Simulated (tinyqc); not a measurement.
Nudged elastic band on a two-dimensional model surface: one step, computed by the program tinyqc. Command: `OMP_NUM_THREADS=1 python tinyqc.py 3004480 3004481 out.jsonl neb walk`. One thread of a shared host (Intel(R) Xeon(R) Processor @ 2.30GHz), about 0.1 s of CPU time with the checks.

V(x, y) = -A (cos kx + cos ky) - B cos kx cos ky + (C sin ky + S sin kx)(1 - cos kx), k = 2 pi/a; the atom hops from the minimum at (0, 0) to that at (a, 0).

Task: Iteration 2. Tangent at image i: towards the higher neighbour if the energies rise or fall through i; at a maximum or minimum, tau = t+ dmax + t- dmin if V(i+1) > V(i-1), else t+ dmin + t- dmax, with t+ = R(i+1) - R(i), t- = R(i) - R(i-1) and dmax, dmin the larger and smaller of |V(i+1) - V(i)| and |V(i-1) - V(i)|; then normalise. Force F = -grad V + (grad V.tau) tau + k_s (|t+| - |t-|) tau. Update R(new) = R + eta F; the end points stay fixed.

Inputs (values chosen for the exercise, for a model surface):
```
quantity              value           unit
amplitude A            0.37             eV
amplitude B           0.018             eV
skew C                0.071             eV
asymmetry S          -0.039             eV
period a                2.8       angstrom
spring constant k_s    0.49  eV/angstrom^2
step factor eta        0.24  angstrom^2/eV
```

Surface: adatom on a square lattice. Climbing image: off.

images after iteration 1 (angstrom):
```
                x          y
image 1  0.400000  -0.014397
image 2  0.800000  -0.046746
image 3  1.200000  -0.072689
image 4  1.600000  -0.072689
image 5  2.000000  -0.046746
image 6  2.400000  -0.014397
```

positions (angstrom):
```
               x          y
start   0.000000   0.000000
end     2.800000   0.000000
saddle  1.492015  -0.169064
```

Give: unit tangents; forces; images after iteration 2.

Result:

unit tangents:
```
             x       y
image 1  0.997  -0.081
image 2  0.998  -0.065
image 3  1.000   0.000
image 4  1.000   0.014
image 5  0.998   0.065
image 6  0.997   0.081
```

forces (eV/angstrom):
```
               x        y
image 1  -0.0060  -0.0806
image 2  -0.0104  -0.1572
image 3  -0.0004  -0.1699
image 4   0.0028  -0.1731
image 5   0.0109  -0.1648
image 6   0.0070  -0.0925
```

images after iteration 2 (angstrom):
```
             x       y
image 1  0.399  -0.034
image 2  0.797  -0.084
image 3  1.200  -0.113
image 4  1.601  -0.114
image 5  2.003  -0.086
image 6  2.402  -0.037
```
